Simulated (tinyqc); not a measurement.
Implant damage, amorphisation by cascade overlap, and solid-phase epitaxial regrowth: one step, computed by the program tinyqc. Command: `OMP_NUM_THREADS=1 python tinyqc.py 3112433 3112434 out.jsonl sper walk`. One thread of a shared host (Intel(R) Xeon(R) Processor @ 2.30GHz), about 0.01 s of CPU time with the checks.

Range and width of the damage are inputs. Dynamic annealing enters only through the surviving share f.

Problem. Isothermal regrowth. v = v0 x orientation factor x exp(-E_a/(k_B T)) x [1 + (enhancement - 1) exp(-(z - R_d)^2/(2 s_d^2))], T = anneal temperature + 273.15 K; the dopant is taken to follow the damage profile; the lower front moves from the lower edge z2 to the surface, or to the middle (z1 + z2)/2 of a buried layer with upper edge z1; time = int dz/v; the equivalent undoped distance is that time times the undoped velocity.

Inputs (values chosen for the exercise, modelled on fluorine ions in silicon):

| quantity | value | unit |
|---|---|---|
| depth of the damage peak R_d | 28 | nm |
| width of the damage profile s_d | 18 | nm |
| regrowth prefactor v0 | 6e+15 | nm/s |
| regrowth energy E_a | 2.69 | eV |
| anneal temperature | 547 | C |
| rate relative to (100) | 0.04 | - |
| peak enhancement by the dopant | 4.1 | - |

lower edge = 60.49471 nm

upper edge = 0 nm

Constants: k_B = 8.617333262e-05 eV/K.

Give: undoped velocity; distance to regrow; time without enhancement; equivalent undoped distance; time with enhancement.

Solution.

undoped velocity = 0.0070844 nm/s

distance to regrow = 60.495 nm

time without enhancement = 8539.1 s

equivalent undoped distance = 21.046 nm

time with enhancement = 2970.8 s

The rate doubles for each 15 K or so near this temperature. Caution: regrowth on (111) is not only slow but leaves twins, which a single velocity does not describe.
